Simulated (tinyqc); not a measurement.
Worked calculation: one-electron ion in a basis of Gaussians. Computed by tinyqc, a small Python program that keeps every step. Settings: Z = 4, l = 0. Command: `OMP_NUM_THREADS=1 python tinyqc.py 26592 26593 out.jsonl` (the two numbers bound the seeds that draw the settings). One thread of a shared host (Intel(R) Xeon(R) Processor @ 2.60GHz), about 0.01 s of CPU time with the checks.

## Matrices over normalised Gaussians

exponents of r^l exp(-a r^2) (1/bohr^2): 1.6700  2.5710  3.9580

Z = 4

l = 0

With p = a_i + a_j and I(k) = Gamma((k+1)/2) / (2 p^((k+1)/2)): S = I(2l+2), T = (2l+3) a_i a_j S / p, V = -Z I(2l+1), each divided by sqrt(S_ii S_jj).

S:
```
        1       2       3
1  1.0000  0.9660  0.8733
2  0.9660  1.0000  0.9660
3  0.8733  0.9660  1.0000
```

T (hartree):
```
        1       2       3
1  2.5050  2.9338  3.0769
2  2.9338  3.8565  4.5166
3  3.0769  4.5166  5.9370
```

V (hartree):
```
         1         2         3
1  -8.2488   -8.9785   -9.3508
2  -8.9785  -10.2348  -11.1403
3  -9.3508  -11.1403  -12.6990
```

## Generalised eigenproblem

H = T + V (hartree):
```
         1        2        3
1  -5.7438  -6.0448  -6.2739
2  -6.0448  -6.3783  -6.6237
3  -6.2739  -6.6237  -6.7620
```

Solve H C = S C e through S^(-1/2); each column has its largest component positive (the first on a tie).

eigenvalues of S: 0.0025  0.1267  2.8708

eigenvalues (hartree): -7.0942  -0.2390  7.3777

coefficients:
```
         1        2        3
1  -1.4367  -4.1690  -7.3799
2   2.2195   4.3121  15.4471
3  -1.8696  -0.3497  -8.3845
```

For Z = 4 and l = 0 the exact lowest level is -Z^2/(2 n^2) with n = l + 1: -8.000000 hartree. The basis is nearly linearly dependent, so rounded matrices do not reproduce these digits.
